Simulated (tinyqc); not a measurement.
# Metal-interlayer-semiconductor contact, depinning against tunnelling resistance, step by step

tinyqc, about 0.03 s, one thread, Intel Xeon 2.30GHz (shared host): `OMP_NUM_THREADS=1 python tinyqc.py 2270069 2270070 out.jsonl` Printed values are rounded.

Zero bias, n-type semiconductor. Gap states at the semiconductor surface thin out as exp(-be ti), which unpins the barrier; electrons must then cross the interlayer (a rectangular barrier, no voltage drop across it) and the parabolic depleted layer, both by WKB. Energies E are counted from the Fermi level; no image force, parabolic bands.

Inputs (values chosen for the exercise); semiconductor values close to those of gallium nitride; interlayer mass of the order of that in lanthanum oxide, offset chosen freely:

| symbol | value | unit | meaning |
|---|---|---|---|
| T | 300 | K | temperature |
| Eg | 3.49 | eV | band gap |
| eps_r | 9.21 |  | relative permittivity |
| chi | 4.17 | eV | electron affinity |
| Nc | 2.3e18 | cm^-3 | conduction-band density of states at T |
| mt | 0.203 | m0 | tunnelling mass in the semiconductor |
| mA | 0.198 | m0 | Richardson mass |
| Nd | 8.7e19 | cm^-3 | donor density |
| E0 | 2.2 | eV | charge-neutrality level above the valence band |
| S0 | 0.61 |  | pinning factor without interlayer |
| phiM | 4.18 | eV | metal work function |
| ti | 0.3 | nm | interlayer thickness |
| dE | 2.06 | eV | conduction-band offset of the interlayer above the semiconductor |
| mi | 0.29 | m0 | tunnelling mass in the interlayer |
| be | 4.6 | 1/nm | decay constant of gap states through the interlayer |

Constants: q = 1.602176634e-19 C, kB = 1.380649e-23 J/K, eps0 = 8.8541878128e-12 F/m, hbar = 1.054571817e-34 J s, h = 6.62607015e-34 J s, m0 = 9.1093837015e-31 kg, Vt = kB T/q, hbar^2/(2 m0) = 0.0380998212 eV nm^2. Results are converted to the units shown.

## Pinning, barrier and scales

S = 1/(1 + (1/S0 - 1) exp(-be ti)); phiB = S (phiM - chi) + (1 - S)(Eg - E0); xi = Ec - EF deep inside, from Nd = Nc F(-xi/Vt), F(x) = (2/sqrt(pi)) int_0^infinity sqrt(u) du/(1 + exp(u - x)); band bending U = phiB - xi; E00 = (hbar/2) sqrt(Nd/(eps0 eps_r mt m0)) in volts; A = 4 pi q mA m0 kB^2/h^3.

S = 0.8614412
phiB = 0.1873552 eV
xi = -0.3506180 eV
U = 0.5379733 eV
E00 = 0.1266511 eV
A = 23.79430 A/(cm^2 K^2)

The interlayer moves the barrier from 0.509 eV to 0.187 eV; the unpinned limit is phiM - chi = 0.0100 eV. E00/Vt = 4.90: by the usual rule of thumb (0.5 to 5) thermionic-field emission.

## Exponents and integrand on an energy grid

E, point 0 to 15 (eV): -0.35  -0.312  -0.274  -0.236  -0.198  -0.16  -0.122  -0.084  -0.046  -0.008  0.03  0.068  0.106  0.144  0.182  0.22

With U = phiB - xi: for xi < E < phiB, y = (E - xi)/U and G1 = (U/E00) [sqrt(1 - y) - y ln((1 + sqrt(1 - y))/sqrt(y))], G1 = 0 above phiB; G2 = 2 ti sqrt(mi max(phiB + dE - E, 0)/C), C = hbar^2/(2 m0); f = 1/(1 + exp(E/Vt)); integrand exp(-G1 - G2) f.

```
point        G1        G2            f   integrand
0      4.225341  2.667807    0.9999987  0.00101471
1      3.485066  2.648220    0.9999943  0.00216943
2      2.947538  2.628487    0.9999751  0.00378750
3      2.493756  2.608604    0.9998915  0.00608171
4      2.097000  2.588569    0.9995284  0.00922313
5      1.744780  2.568378    0.9979525  0.01336378
6      1.429989  2.548026    0.9911563  0.01855719
7      1.148208  2.527511    0.9626467  0.02438499
8      0.896622  2.506827    0.8556178  0.02845642
9      0.673525  2.485972    0.5767519  0.02448144
10     0.478111  2.464940    0.2385852  0.01257455
11     0.310484  2.443728   0.06721004  0.00427854
12     0.171926  2.422329   0.01629828  0.00121751
13     0.065868  2.400740  0.003795378  0.00032212
14     0.002818  2.378955  8.752946e-4  0.00008087
15     0.000000  2.356968  2.014073e-4  0.00001907
```

## Contact resistivity

1/rho_c = (A T^2/Vt^2) I, with I the trapezoid sum of the integrand over the grid.

I = 0.005680851 eV
rho_c = 5.4936e-8 ohm cm^2

A fine grid from xi upwards gives rho_c = 5.489e-8 ohm cm^2; the coarse value is 0.080 % above it. The integrand peaks at E = -0.041 eV, and 0.031 % of the current flows above phiB. Tunnelling through the interlayer costs a factor of 12.5 at this barrier height; the bare contact (ti = 0) has rho_c = 3.10e-8 ohm cm^2, so with the interlayer rho_c is 77 % above that.
